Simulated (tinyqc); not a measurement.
Worked calculation: surface photovoltage measurement of the minority-carrier diffusion length in a wafer. Computed by tinyqc, a small Python program that keeps every step. Command: `OMP_NUM_THREADS=1 python tinyqc.py 3130303 3130304 out.jsonl spv walk`. One thread of a shared host (Intel(R) Xeon(R) Processor @ 2.30GHz), about 0.01 s of CPU time with the checks. Intermediate numbers are printed to about 6 digits and carried at full precision; extremes and crossings named in words are read from the listed rows.

Low injection, steady light, a depletion layer much thinner than 1/alpha and L. The excess density dn is taken at the front edge of the neutral region; light that reaches the back is lost.

Inputs (values chosen for the exercise, modelled on p-type silicon at room temperature):

| quantity | value | unit |
|---|---|---|
| diffusion length L | 17 | micrometre |
| wafer thickness W | 775 | micrometre |
| diffusivity D | 27.4 | cm^2/s |
| front recombination velocity S_f | 2000 | cm/s |
| back recombination velocity S_b | 300000 | cm/s |
| photon flux entering | 9.9e+11 | 1/(cm^2 s) |
| minority density at the surface barrier scale n_0 | 3e+08 | 1/cm^3 |
| temperature T | 298 | K |
| wavelength | 956 | nm |
| relative noise of each reading | 1 | % |
| diffusion length after pair splitting over L | 0.86 | - |
| iron factor C | 1.09e+16 | micrometre^2/cm^3 |

Constants: k_B = 8.617333262e-05 eV/K.

## One wavelength

alpha = (84.732/lambda - 76.417)^2 per cm with lambda in micrometre (an empirical fit for silicon between 0.7 and 1.05 micrometre). Thick wafer: dn = Phi L/((S_f + D/L)(L + 1/alpha)). Finite wafer, with s = S_b L/D, w = W/L, a = alpha L: dn = [Phi a/(a^2 - 1)] [a - B - exp(-alpha W)(a - s)/(cosh w + s sinh w)]/(S_f + B D/L), B = (sinh w + s cosh w)/(cosh w + s sinh w). Photovoltage V = (k_B T/e) ln(1 + dn/n_0). Lifetime = L^2/D.

alpha = 149.201 1/cm

penetration depth 1/alpha = 67.0235 micrometre

dn, thick wafer = 1.10556e+07 1/cm^3

B = 1

dn, finite wafer = 1.10556e+07 1/cm^3

photovoltage V = 0.929324 mV

lifetime = 0.105474 microsecond

## The linear plot

normal deviates g for the noise: -0.48  1.87  -1.63  0.06  1.57  0.14  0.05

Readings y = (Phi/dn) (1 + noise x g) at 780, 830, 880, 920, 950, 975 and 995 nm; a least-squares line y = c (1/alpha + L_app) gives L_app = intercept/slope.

Readings:

| lambda (nm) | 1/alpha (micrometre) | y (cm/s) | line (cm/s) |
|---|---|---|---|
| 780 | 9.636 | 28251 | 28492 |
| 830 | 15.176 | 34933 | 34407 |
| 880 | 25.330 | 44377 | 45249 |
| 920 | 40.658 | 61485 | 61616 |
| 950 | 61.278 | 84734 | 83634 |
| 975 | 90.917 | 115173 | 115282 |
| 995 | 130.888 | 157689 | 157962 |

slope = 1067.78 cm/(s micrometre)

apparent length L_app = 17.0469 micrometre

error of L_app (rounded to 0.001) = 0.276 %

At W/L = 45.6 the finite thickness shifts L_app by less than 0.05 %. S_f scales all readings alike and leaves L_app unchanged.

## Where the wafer is too thin

No noise; L is varied at fixed W, and the last two columns set S_b to 0 and to 1e7 cm/s.

Apparent length (micrometre):

| L | W/L | given S_b | S_b = 0 | S_b = 1e7 |
|---|---|---|---|---|
| 38.8 | 19.9742 | 38.800 | 3.88000e+01 | 38.800 |
| 77.5 | 10.0000 | 77.500 | 7.75001e+01 | 77.500 |
| 155.0 | 5.0000 | 154.888 | 1.55100e+02 | 154.887 |
| 232.0 | 3.3405 | 229.938 | 2.33971e+02 | 229.923 |
| 388.0 | 1.9974 | 359.674 | 4.17454e+02 | 359.551 |
| 620.0 | 1.2500 | 479.402 | 7.94476e+02 | 479.050 |
| 1010.0 | 0.7673 | 565.220 | 1.75591e+03 | 564.618 |
| 1630.0 | 0.4755 | 608.168 | 4.06370e+03 | 607.413 |
| 3100.0 | 0.2500 | 630.284 | 1.19646e+04 | 629.443 |

With a fast back surface L_app levels off, at 629 micrometre in the last row; with a passive one it reaches up to 3.86 times L among these rows and is 12000 in the last. All three columns are within 5 % of L down to W/L = 3.3.

## Iron from two lengths

Splitting iron-boron pairs in boron-doped silicon shortens L; with nothing else changing, [Fe] = C (1/L_after^2 - 1/L^2). It is evaluated with the true lengths and with the apparent ones (without noise), which differ when the wafer is not thick against L.

L_after = 14.62 micrometre

[Fe] from the true lengths = 1.32792e+13 1/cm^3

[Fe] from the apparent lengths = 1.32792e+13 1/cm^3

bias, apparent over true less 1 (rounded to 0.001) = 0 %

Checks made by the program: dn against a finite-difference solution (relative difference 7e-06).
